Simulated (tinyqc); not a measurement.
# The trial binding against the radius

Model: donor or exciton in a quantum well (variational effective-mass method). Computed by tinyqc, a small Python program. Command: `OMP_NUM_THREADS=1 python tinyqc.py 3027556 3027557 out.jsonl welldonor sweep`. One thread of a shared host (Intel(R) Xeon(R) Processor @ 2.30GHz), about 0.07 s of CPU time with the checks.

H = -nabla^2 - 2/|r - r_i| + V(z) in effective units; trial function psi = f(z) exp(-|r - r_i|/lambda), f the ground state of the well. Mass and screening are the same in well and barrier; l = L/a* is the width in effective units. Bands are flat: no polarisation or applied field.

Inputs (values chosen for the exercise, modelled on InAs): electron mass m = 0.0266 m_0; dielectric constant eps = 14.7; well width L = 40 nm; donor position z_i/L from the centre = 0.1.

Centre: donor. Barriers: infinite.

Constants: Ry = 13.605693123 eV; a_0 = 0.529177210903 angstrom.

Method:
- Ry* = Ry m/eps^2, a* = a_0 eps/m; l = L/a*.
- k = pi/l; f = cos(k z) inside and zero outside; subband energy k^2 Ry*.
- Binding E_b(lambda) = -1/lambda^2 + 4 A/(lambda B), with A = int f^2 exp(-2 s/lambda) dz, B = int f^2 exp(-2 s/lambda)(1 + 2 s/lambda) dz and s = |z - z_i|; 40 Gauss-Legendre points on each piece between the walls at z = -l/2 and l/2 and z_i.

One run for each value:
```
trial radius lambda (a*)  E_b(lambda) (Ry*)   B (a*)
0.4                                 -0.2384  0.47245
0.6                                  1.5912  0.55159
0.8                                  1.9287  0.59409
1.0                                  1.9289  0.61918
1.2                                  1.8375  0.63514
1.4                                  1.7241  0.64587
1.6                                  1.6110  0.65343
1.8                                  1.5056  0.65895
2.0                                  1.4097  0.66310
```

Over the rows, E_b(lambda) (Ry*) goes from -0.238 through a maximum among these rows, 1.93 at 1.00, to 1.41; B (a*) rises from 0.472 to 0.663 (exponent d ln y / d ln x 0.38 between the first rows and 0.060 between the last). A small radius costs kinetic energy as 1/lambda^2 and a large one loses attraction.

Extremes, crossings and ranges named in words are read from the listed rows.
